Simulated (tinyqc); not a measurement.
Bias dependence of the times: oxide trap near a transistor channel: two-state multiphonon kinetics, telegraph noise and bias instability. Computed by tinyqc, a small Python program. Command: `OMP_NUM_THREADS=1 python tinyqc.py 3018184 3018185 out.jsonl oxidetrap walk`. One thread of a shared host (Intel(R) Xeon(R) Processor @ 2.30GHz), about 0.01 s of CPU time with the checks.

An n-channel device under positive gate bias. The trap is empty (state 1) or holds an electron (state 2); both states are parabolas of equal curvature, and the electron reservoir is taken at the Fermi level of the channel.

Inputs (values chosen for the exercise, with an insulator like SiO2 on silicon):
```
quantity                                value   unit
trap depth x from the interface             1     nm
tunnel barrier phi_b                     3.18     eV
tunnelling mass m_ox                      0.4    m_0
trap level above E_F at zero field E_t    0.5     eV
relaxation energy E_R                       1     eV
oxide field F                             4.5  MV/cm
attempt rate k_0 at the interface       1e+11    1/s
temperature T                             450      K
```

Parts treated: one trap and an ensemble.

Constants: hbar^2/(2 m_0) = 3.80998212 eV angstrom^2; k_B = 8.617333262e-05 eV/K.

Method. kappa = sqrt(2 m_ox phi_b)/hbar = sqrt(m_ox phi_b/(hbar^2/2m_0)); attenuation length lambda = 1/(2 kappa); factor exp(-x/lambda) for a rectangular barrier. E_21 = E_t - e F x is the energy of state 2 over state 1; barriers E_c = (E_R + E_21)^2/(4 E_R), E_e = E_c - E_21; tau_c = exp(E_c/k_B T)/(k_0 P), tau_e = exp(E_e/k_B T)/(k_0 P), P the tunnelling factor; occupation f_2 = tau_e/(tau_c + tau_e); 1/tau_0 = 1/tau_c + 1/tau_e.

tunnelling factor = 9.57724e-06

Against field:
```
F (MV/cm)  E_21 (eV)   tau_c (s)   tau_e (s)         f_2
0.00           0.500  2.0820e+00  5.2327e-06  2.5133e-06
1.35           0.365  1.7201e-01  1.4052e-05  8.1685e-05
2.70           0.230  1.7976e-02  4.7732e-05  2.6483e-03
3.60           0.140  4.5444e-03  1.2290e-04  2.6332e-02
4.50           0.050  1.2753e-03  3.5128e-04  2.1596e-01
5.40          -0.040  3.9731e-04  1.1146e-03  7.3721e-01
6.75          -0.175  8.4028e-05  7.6620e-03  9.8915e-01
```

What does the comparison show, and why?

ln(tau_c/tau_e) falls by e x/k_B T = 2.579 per MV/cm, which measures the depth x if the change of surface potential with bias is left aside. Over these rows tau_c shortens by 4.39 decades and tau_e lengthens by 3.17; the shares differ because E_21 is not small against E_R. The times cross at F = E_t/(e x) = 5.00 MV/cm.

Extremes, crossings and ranges named in words are read from the listed rows.
